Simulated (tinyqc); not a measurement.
Convergence with the mesh in the empty well.

In an empty well of width L and depth Vb, level k solves kw L/2 = (k - 1) pi/2 + arctan(sqrt((mw/mb)(Vb - E)/E)) with kw = sqrt(mw E/C), C = hbar^2/(2 m0). Mesh: N intervals across the well, hz = L/N, nodes at (i + 1/2) hz from an edge, mass (mw + mb)/2 on the interval that holds an interface, walls 3 L outside the edges; H_ii = C (1/m_(i-1/2) + 1/m_(i+1/2))/hz^2 + V_i, H_(i,i+1) = -C/(m_(i+1/2) hz^2). No field, no charge.

Parameters, values chosen for the exercise; material values those of a made-up well: mass along z in the well mw = 0.0399 m0; mass along z in the barriers mb = 0.0842 m0; barrier height Vb = 0.274 eV; well width L = 8.4 nm.

Constants: q = 1.602176634e-19 C, hbar = 1.054571817e-34 J s, m0 = 9.1093837015e-31 kg, hbar^2/(2 m0) = 0.0380998212 eV nm^2. Results are converted to the units shown.

The same in every row: exact E1 (meV) = 50.54.

Convergence with the mesh in the empty well:
```
N    E1 on the mesh (meV)  error (%)
4                   42.71      -15.5
8                   48.22      -4.58
16                  49.93      -1.20
32                  50.39     -0.304
64                  50.50    -0.0762
128                 50.53    -0.0191
```

The error goes from -15 % to -0.019 %; between N = 32 and 64 it shrinks by a factor of 4.0, the 4 of a second-order scheme.

tinyqc, about 0.1 s, one thread, Intel Xeon 2.30GHz (shared host): `OMP_NUM_THREADS=1 python tinyqc.py 2140020 2140021 out.jsonl`
